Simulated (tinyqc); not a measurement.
FinFET, parasitic resistance, capacitance and delay: two steps of the calculation.

Nf fins under one contact; each has gated perimeter p = 2 Hf + Wf and cross-section A = Hf Wf; contact width Wc = Nf pf, stack height Hs = Hf. Contact length Lc = CPP - Lg - 2 Lsp, shared by two neighbouring gates. Source and drain sides are equal. The formulas are first-order estimates, not field solutions.

Inputs (values chosen for the exercise); values close to those of silicon logic devices:
- T = 300 K (temperature)
- Nf = 2 (number of fins)
- Hf = 35 nm (fin height)
- Wf = 5 nm (fin width)
- pf = 27 nm (fin pitch)
- Lg = 18 nm (gate length)
- Lsp = 4 nm (spacer length)
- ks = 7 (relative permittivity of the spacer)
- Hc = 15 nm (gate height above the channel stack)
- Lov = 0.5 nm (gate overlap)
- Cinv = 2.7 uF/cm^2 (inversion capacitance)
- vx = 1.3e7 cm/s (injection velocity)
- mu = 240 cm^2/(V s) (apparent mobility)
- VT = 0.25 V (threshold at zero drain voltage)
- dl = 0.028 V/V (barrier lowering)
- n = 1.25 (subthreshold factor)
- Cw = 0.22 fF (wire load)
- Vdd = 0.8 V (supply voltage)

Constants: q = 1.602176634e-19 C, kB = 1.380649e-23 J/K, eps0 = 8.8541878128e-12 F/m, Vt = kB T/q. Results are converted to the units shown.

Task 1. Capacitances. With N fins: gate Cg = Cinv p N Lg; per side, plate Cp = ks eps0 [Wc (Hs + Hc) - N A]/Lsp, top fringe Cf = (2/pi) ks eps0 Wc ln(1 + Lg/(2 Lsp)), overlap Co = Cinv p N Lov. Cs = Cp + Cf + Co. An inverter of two such devices driving an equal one has the load CL = 2 (Cg + 2 Cs) + 4 Cs + Cw (its own drains counted twice for the Miller effect).

Give: Cg; Cp; Cf; Co; CL.

Result 1.

Cg = 72.90 aF
Cp = 36.41 aF
Cf = 2.511 aF
Co = 2.025 aF
CL = 693.4 aF

The channel capacitance gives 21.0 % of CL, the parasitic parts 47.2 % and the wire 31.7 %.

Task 2. Fin currents at Vgs = Vdd, Vds = Vdd/2. One fin: I = p Q vx u/(1 + |u|^1.8)^(1/1.8), Q = Cinv n Vt ln(1 + exp((Vg' - VT + dl Vd')/(n Vt))), u = Vd' mu/(vx Lg), Vg' = Vgs - v, Vd' = Vds - 2 v, with the drop on each side v = Rc (sum of I) + Rx I. I(new) = I(out).

I at the start (uA): fin 1 0, fin 2 0
Rc = 283.42971 ohm
Rx = 162.28571 ohm

Give: drop v; I(out); I after iteration 1.

Result 2.

drop v (mV): fin 1 0, fin 2 0
I(out) (uA): fin 1 141.6, fin 2 141.6
I after iteration 1 (uA): fin 1 141.6, fin 2 141.6

tinyqc, about 0.03 s, one thread, Intel Xeon 2.30GHz (shared host): `OMP_NUM_THREADS=1 python tinyqc.py 2170032 2170033 out.jsonl`
